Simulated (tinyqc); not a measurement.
# Changing the film thickness t

Model: the 3-omega method: a line heater on a substrate with a thin film. Computed by tinyqc, a small Python program. Command: `OMP_NUM_THREADS=1 python tinyqc.py 3022570 3022571 out.jsonl threeomega sweep`. One thread of a shared host (Intel(R) Xeon(R) Processor @ 2.30GHz), about 0.02 s of CPU time with the checks.

A current at angular frequency omega = 2 pi f heats the line at 2 omega with the amplitude P per length; the temperature swing Delta T at 2 omega gives a voltage at 3 omega. The substrate is taken as semi-infinite and isotropic, and the heat capacity of heater and film is left out.

Inputs (values chosen for the exercise, modelled on a phase-change telluride on silica):
```
quantity                                    value           unit
substrate conductivity kappa                  1.4        W/(m K)
substrate heat capacity C                    1.66  1e6 J/(m^3 K)
heater half-width b                           6.6     micrometre
power amplitude per length P                  3.6            W/m
current frequency f                           100             Hz
film conductivity kappa_f                    0.52        W/(m K)
interface resistance R_i                       14       m^2 K/GW
substrate thickness d_s                       380     micrometre
temperature coefficient of resistance beta    3.3         1e-3/K
voltage amplitude V_1                        0.63              V
```

Method:
- D = kappa/C; q = sqrt(2 i omega/D); penetration depth 1/|q| = sqrt(D/(2 omega)).
- Delta T_s = (P/(pi kappa)) int_0^infinity (sin x/x)^2 / sqrt(x^2 + (q b)^2) dx with (q b)^2 = i |q b|^2, averaged over the heater width (12 Gauss-Legendre points on each of the pieces 0, 14 log-spaced edges from 1e-5 to 1, and multiples of pi to 40 pi; the tail adds 1/(4 (40 pi)^2)).
- For |q| b much below 1: Delta T_s = (P/(pi kappa)) [-ln(|q| b) + eta - i pi/4], eta = 3/2 - C_E = 0.92278, with Euler's C_E = 0.5772157.
- One-dimensional flow across the film: Delta T_f = P (t/kappa_f + R_i)/(2 b); total in-phase swing Delta T = Delta T_s + Delta T_f; third-harmonic amplitude V_3 = V_1 beta |Delta T|/2 with the out-of-phase part included; the apparent film conductivity is t/(t/kappa_f + R_i).

One run for each value:
```
film thickness t (nm)  apparent film conductivity (W/(m K))  Delta T_f (K)  film share of the in-phase swing
10                                                  0.30093         0.0091                           0.00479
19                                                  0.37595         0.0138                           0.00727
38                                                  0.43640         0.0237                           0.01247
73                                                  0.47285         0.0421                           0.02189
140                                                 0.49430         0.0772                           0.03944
270                                                 0.50635         0.1454                           0.07175
530                                                 0.51295         0.2818                           0.13027
1000                                                0.51624         0.5283                           0.21924
2000                                                0.51811         1.0528                           0.35880
```

Over the rows, apparent film conductivity (W/(m K)) rises from 0.301 to 0.518 (exponent d ln y / d ln x 0.35 between the first rows and 0.0052 between the last); Delta T_f (K) rises from 0.00906 to 1.05 (exponent d ln y / d ln x 0.65 between the first rows and 0.99 between the last); film share of the in-phase swing rises from 0.00479 to 0.359 (exponent d ln y / d ln x 0.65 between the first rows and 0.71 between the last). The film resistance t/kappa_f + R_i is a straight line in t: its slope gives kappa_f = 0.52 W/(m K) and its intercept R_i; the two terms are equal at t = 7.28 nm.

Caution (all rows): the film does not conduct much worse than the substrate, so heat spreads in it and the one-dimensional step is only approximate, and wrong once kappa_f nears or exceeds kappa.
